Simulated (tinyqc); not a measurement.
## Double-gate transistor below threshold, two-dimensional Poisson equation on a small mesh: effect of the gate voltage

Half of a symmetric double-gate structure: row 0 is the mid-plane of the body, where the normal field vanishes. Mobile charge is neglected (subthreshold), the body is fully depleted, and potentials are counted from the intrinsic level; rows run upward to the gate, columns from source to drain.

Mesh: rows i = 0..12 in the semiconductor (step hs = tb/12, row 12 on the interface), then 8 step(s) ho = tox/8 up to the gate row 20; columns j = 0..80 (step hy = L/80). Box integration, divided by eps0: up_i = eps hy/h of the interval above row i, dn_i = that of the interval below (0 for row 0), lat_i = (sum of eps h/2 over the intervals above and below)/hy, s_i = -q Na w_i hy/eps0 with w_i the semiconductor height of the box (hs/2 for row 0 and the interface row, hs between, 0 in the insulator). Each free node obeys (up + dn + 2 lat) psi = up psi(above) + dn psi(below) + lat [psi(left) + psi(right)] + s. Fixed values: gate row Vg - Vfb; column 0 at Vbi and the last column at Vbi + Vd in the semiconductor, each running linearly to Vg - Vfb across the insulator. The system is solved directly. On row 0 the minimum of psi and its place come from a parabola through the three lowest nodes; barrier = Vbi - minimum, swing = Vt ln 10/(d psi/dVg), DIBL = (d psi/dVd)/(d psi/dVg) there. Lambda = pi/k with k the smallest positive root of tan(k tox) tan(k tb) = eox/eps_r.

Values chosen for this exercise; semiconductor permittivity close to that of gallium nitride:
- T = 300 K (temperature)
- eps_r = 9.41 (relative permittivity of the semiconductor)
- eox = 25 (relative permittivity of the insulator)
- tb = 8 nm (half the body thickness)
- tox = 5.3 nm (insulator thickness)
- L = 37 nm (channel length)
- Na = 0 cm^-3 (acceptor density of the depleted body)
- Vbi = 0.46 V (potential of the source)
- Vfb = 0.01 V (gate offset)
- Vd = 0.05 V (drain voltage)

Constants: q = 1.602176634e-19 C, kB = 1.380649e-23 J/K, Vt = kB T/q, eps0 = 8.8541878128e-14 F/cm where lengths are in cm. Results are converted to the units shown.

Effect of the gate voltage:
```
Vg (V)	L/Lambda	barrier (V)	place y/L	swing (mV/decade)	DIBL (mV/V)
-0.2	1.771	0.5528	0.4933	71.62	97.81
-0.12	1.771	0.4863	0.4924	71.62	97.34
-0.04	1.771	0.4198	0.4913	71.63	96.73
0.04	1.771	0.3533	0.4897	71.63	95.92
0.12	1.771	0.2869	0.4875	71.64	94.77
0.2	1.771	0.2204	0.4841	71.66	93.03
```

What does the comparison show?

As Vg goes from -0.2 to 0.2 V, the barrier falls from 0.553 to 0.220 V, the swing stays near 71.6 mV a decade and DIBL falls from 97.8 to 93.0 mV/V; the ideal swing is 59.5. The barrier top moves from y/L = 0.493 to 0.484.

Numbers from tinyqc (`OMP_NUM_THREADS=1 python tinyqc.py 2480106 2480107 out.jsonl`; about 0.1 s on one thread of a shared Intel Xeon 2.30GHz).
